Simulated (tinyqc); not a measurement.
Three descriptions against temperature: one anharmonic mode: perturbation theory, self-consistent phonons and exact levels. Computed by tinyqc, a small Python program. Command: `OMP_NUM_THREADS=1 python tinyqc.py 3004534 3004535 out.jsonl scp walk`. One thread of a shared host (Intel(R) Xeon(R) Processor @ 2.30GHz), about 0.03 s of CPU time with the checks.

V(x) = k x^2/2 + b x^4 for one coordinate x of mass M. A constant K > 0 gives hbar Omega = sqrt((hbar^2/u) K/M) with K in eV/angstrom^2 and M in u.

Inputs (values chosen for the exercise, for a model mode): mode mass M = 25.7 u; harmonic constant k = -0.229 eV/angstrom^2; quartic constant b = 0.233 eV/angstrom^4.

Shape: double well.

Constants: hbar^2/u = 4.18015928e-03 eV angstrom^2; k_B = 8.617333262e-05 eV/K.

Method:
- Self-consistent phonon, centred at x = 0: K = k + 12 b <x^2>, <x^2> = (hbar Omega/(2K)) coth(hbar Omega/(2 k_B T)).
- Its free energy is F = k_B T ln[2 sinh(hbar Omega/(2 k_B T))] + (k - K)<x^2>/2 + 3 b <x^2>^2, an upper bound to the exact one.
- Basis: oscillator states n of the constant |k|, with x = s (a + a+), s^2 = hbar Omega/(2|k|); H = hbar Omega (n + 1/2) + (k - |k|) x^2/2 + b x^4, with exact matrix elements of x^2 and x^4.
- Exact values use 120 basis states: F = -k_B T ln sum exp(-E_n/(k_B T)), and <x^2> is the Boltzmann mean.
- The classical <x^2> is int x^2 exp(-V/(k_B T)) dx / int exp(-V/(k_B T)) dx (2001 points over six exact widths each way).

Results:
```
T (K),"hbar Omega, self-consistent (meV)","<x^2>, self-consistent","<x^2>, exact","F, self-consistent (meV)","F, exact (meV)","<x^2>, classical"
3.5,1.0309,0.084239,0.22494,-4.4549,-10.144,0.24437
8.5,1.3220,0.085745,0.22494,-4.6099,-10.443,0.24237
18,1.7730,0.088815,0.22440,-5.2229,-11.025,0.23816
32,2.2548,0.093082,0.22057,-6.5350,-12.060,0.23057
57,2.8666,0.099971,0.21143,-9.5618,-14.673,0.21736
99,3.5770,0.11004,0.20348,-15.817,-20.672,0.20632
170,4.3937,0.12435,0.20374,-28.395,-33.338,0.20492
280,5.2557,0.14264,0.21393,-50.948,-56.376,0.21443
```

The self-consistent quantum hardens from 1.03 to 5.26 meV, since a wider spread samples the steep quartic walls, and it is real at all T although k is negative. Its <x^2> misses by -62.5 % at the lowest T and -33.3 % at the highest; the excess in F runs from 5.689 to 5.427 meV. One Gaussian centred at zero cannot describe a density with two peaks, so it is poorest at low T. The classical value is 1.09 of the exact one at the lowest T and 1.002 at the highest.

Extremes, crossings and ranges named in words are read from the listed rows.
